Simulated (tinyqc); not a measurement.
Inside a calculation. Method: UKS/PBE in the sto-6g basis, for Be+, spin multiplicity 2. One step of it, computed by the program tinyqc.

Task: Iteration 2: building the Kohn-Sham matrix. J_ij = sum D_kl (ij|kl) with D = D(alpha) + D(beta); F = H + J + V_xc; E = tr D H + tr D J / 2 + E_xc + E_nn.

D(alpha) after iteration 1, lower triangle:
```
            1Be 1s    1Be 2s   1Be 2px   1Be 2py   1Be 2pz
1Be 1s    1.069410
1Be 2s   -0.272447  1.069410
1Be 2px   0.000000  0.000000  0.000000
1Be 2py   0.000000  0.000000  0.000000  0.000000
1Be 2pz   0.000000  0.000000  0.000000  0.000000  0.000000
```

D(beta) after iteration 1, lower triangle:
```
            1Be 1s    1Be 2s   1Be 2px   1Be 2py   1Be 2pz
1Be 1s    1.011856
1Be 2s   -0.024425  0.000590
1Be 2px   0.000000  0.000000  0.000000
1Be 2py   0.000000  0.000000  0.000000  0.000000
1Be 2pz   0.000000  0.000000  0.000000  0.000000  0.000000
```

core Hamiltonian H = T + V (hartree), lower triangle:
```
            1Be 1s     1Be 2s    1Be 2px    1Be 2py    1Be 2pz
1Be 1s   -7.946038
1Be 2s   -1.858116  -2.079966
1Be 2px   0.000000   0.000000  -1.638720
1Be 2py   0.000000   0.000000   0.000000  -1.638720
1Be 2pz   0.000000   0.000000   0.000000   0.000000  -1.638720
```

Two-electron integrals (ij|kl) in chemists' order, unique and non-zero (hartree):
```
(11|11) 2.299996   (21|11) 0.361879   (21|21) 0.071926   (22|11) 0.570332
(22|21) 0.139654   (22|22) 0.417773   (31|31) 0.015252   (32|31) 0.022555
(32|32) 0.092340   (33|11) 0.570332   (33|21) 0.139654   (33|22) 0.417773
(33|33) 0.450117   (41|41) 0.015252   (42|41) 0.022555   (42|42) 0.092340
(43|43) 0.024258   (44|11) 0.570332   (44|21) 0.139654   (44|22) 0.417773
(44|33) 0.401601   (44|44) 0.450117   (51|51) 0.015252   (52|51) 0.022555
(52|52) 0.092340   (53|53) 0.024258   (54|54) 0.024258   (55|11) 0.570332
(55|21) 0.139654   (55|22) 0.417773   (55|33) 0.401601   (55|44) 0.401601
(55|55) 0.450117
```

nuclear repulsion = 0 hartree

V_xc(alpha) (hartree), lower triangle:
```
            1Be 1s     1Be 2s    1Be 2px    1Be 2py    1Be 2pz
1Be 1s   -1.490402
1Be 2s   -0.186688  -0.286363
1Be 2px   0.000000   0.000000  -0.286407
1Be 2py   0.000000   0.000000   0.000000  -0.286407
1Be 2pz   0.000000   0.000000   0.000000   0.000000  -0.286407
```

V_xc(beta) (hartree), lower triangle:
```
            1Be 1s     1Be 2s    1Be 2px    1Be 2py    1Be 2pz
1Be 1s   -1.472890
1Be 2s   -0.175156  -0.066596
1Be 2px   0.000000   0.000000  -0.066787
1Be 2py   0.000000   0.000000   0.000000  -0.066787
1Be 2pz   0.000000   0.000000   0.000000   0.000000  -0.066787
```

E_xc = sum of w rho eps_xc = -2.56510482 hartree

Give: Coulomb J; F(alpha); F(beta); total energy of this density.

Result:

Coulomb J (hartree), lower triangle:
```
         1Be 1s  1Be 2s  1Be 2px  1Be 2py  1Be 2pz
1Be 1s   5.1823
1Be 2s   0.8599  1.5511
1Be 2px  0.0000  0.0000   1.5511
1Be 2py  0.0000  0.0000   0.0000   1.5511
1Be 2pz  0.0000  0.0000   0.0000   0.0000   1.5511
```

F(alpha) (hartree), lower triangle:
```
          1Be 1s   1Be 2s  1Be 2px  1Be 2py  1Be 2pz
1Be 1s   -4.2541
1Be 2s   -1.1849  -0.8152
1Be 2px   0.0000   0.0000  -0.3740
1Be 2py   0.0000   0.0000   0.0000  -0.3740
1Be 2pz   0.0000   0.0000   0.0000   0.0000  -0.3740
```

F(beta) (hartree), lower triangle:
```
          1Be 1s   1Be 2s  1Be 2px  1Be 2py  1Be 2pz
1Be 1s   -4.2366
1Be 2s   -1.1734  -0.5955
1Be 2px   0.0000   0.0000  -0.1544
1Be 2py   0.0000   0.0000   0.0000  -0.1544
1Be 2pz   0.0000   0.0000   0.0000   0.0000  -0.1544
```

total energy of this density = -14.257807 hartree
